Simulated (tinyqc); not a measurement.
Gas flow in a process chamber: flow regimes, conductance, effective pumping speed, pump-down, outgassing and purge: one step, computed by the program tinyqc. Command: `OMP_NUM_THREADS=1 python tinyqc.py 3121203 3121204 out.jsonl pump walk`. One thread of a shared host (Intel(R) Xeon(R) Processor @ 2.30GHz), about 0.07 s of CPU time with the checks.

Ideal gas, isothermal flow, a pump of constant speed at the end of a round pipe; process gas, volume gas and outgassing are given the same properties. 1 sccm = 101325 Pa x 1e-6 m^3/60 s x T/273.15 K.

Problem. Purging a well-mixed chamber. With steady flow a contaminant decays as exp(-t/residence time); gas used = flow x time.

Inputs (values chosen for the exercise, modelled on hydrogen near room temperature): temperature T = 300 K; process gas flow = 660 sccm.

residence time = 0.06217240 s

Give: time to dilute 1e3 times; time to dilute 1e6 times; gas used for 1e6.

Solution.

time to dilute 1e3 times = 0.42947 s

time to dilute 1e6 times = 0.85894 s

gas used for 1e6 = 9.4484 standard cm^3
